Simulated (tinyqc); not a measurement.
# Changing the temperature T

Model: oxide trap near a transistor channel: two-state multiphonon kinetics, telegraph noise and bias instability. Computed by tinyqc, a small Python program. Command: `OMP_NUM_THREADS=1 python tinyqc.py 3018865 3018866 out.jsonl oxidetrap sweep`. One thread of a shared host (Intel(R) Xeon(R) Processor @ 2.30GHz), about 0.01 s of CPU time with the checks.

An n-channel device under positive gate bias. The trap is empty (state 1) or holds an electron (state 2); both states are parabolas of equal curvature, and the electron reservoir is taken at the Fermi level of the channel.

Inputs (values chosen for the exercise, with an insulator like Al2O3 on silicon): insulator constant eps_ox = 8.7; insulator thickness t_ox = 3.5 nm; trap depth x from the interface = 0.75 nm; tunnel barrier phi_b = 2.14 eV; tunnelling mass m_ox = 0.37 m_0; trap level above E_F at zero field E_t = 0.32 eV; relaxation energy E_R = 2.2 eV; oxide field F = 1.9 MV/cm; attempt rate k_0 at the interface = 6e+11 1/s; channel width W = 15 nm; channel length L = 290 nm; frequency f = 7 Hz.

Parts treated: one trap.

Constants: hbar^2/(2 m_0) = 3.80998212 eV angstrom^2; k_B = 8.617333262e-05 eV/K; e = 1.602176634e-19 C; eps_0 = 8.8541878128e-12 F/m.

Method:
- kappa = sqrt(2 m_ox phi_b)/hbar = sqrt(m_ox phi_b/(hbar^2/2m_0)); attenuation length lambda = 1/(2 kappa); factor exp(-x/lambda) for a rectangular barrier.
- E_21 = E_t - e F x is the energy of state 2 over state 1; barriers E_c = (E_R + E_21)^2/(4 E_R), E_e = E_c - E_21; tau_c = exp(E_c/k_B T)/(k_0 P), tau_e = exp(E_e/k_B T)/(k_0 P), P the tunnelling factor; occupation f_2 = tau_e/(tau_c + tau_e); 1/tau_0 = 1/tau_c + 1/tau_e.
- Charge-sheet step dV = e (t_ox - x)/(eps_ox eps_0 W L); Lorentzian spectrum S(f) = 4 dV^2 tau_0^2/((tau_c + tau_e)(1 + (2 pi f tau_0)^2)); corner 1/(2 pi tau_0); variance dV^2 f_2 (1 - f_2) = dV^2 tau_0/(tau_c + tau_e).

One run for each value:
```
temperature T (K)  capture time tau_c (s)  emission time tau_e (s)  corner frequency (Hz)  occupation f_2
200                            2.3857e+07               8.0319e+02             1.9816e-04      3.3665e-05
240                            4.7858e+04               8.9664e+00             1.7753e-02      1.8732e-04
280                            5.6630e+02               3.6157e-01             4.4046e-01      6.3806e-04
320                            2.0317e+01               3.2536e-02             4.8995e+00      1.5988e-03
360                            1.5270e+00               4.9998e-03             3.1937e+01      3.2635e-03
400                            1.9258e-01               1.1174e-03             1.4326e+02      5.7688e-03
440                            3.5391e-02               3.2794e-04             4.8981e+02      9.1813e-03
480                            8.6255e-03               1.1806e-04             1.3665e+03      1.3503e-02
```

What does the table show, and why?

Over the rows, capture time tau_c (s) falls from 2.39e7 to 0.00863 (exponent d ln y / d ln x -34 between the first rows and -16 between the last); emission time tau_e (s) falls from 803 to 1.18e-4 (exponent d ln y / d ln x -25 between the first rows and -12 between the last); corner frequency (Hz) rises from 1.98e-4 to 1370 (exponent d ln y / d ln x 25 between the first rows and 12 between the last). Arrhenius slopes give 0.642 eV for capture and 0.465 eV for emission; elastic tunnelling alone would leave only their difference E_21.

Caution (rows 200, 240): at this temperature nuclear tunnelling through such barriers shortens the times below these classical values.
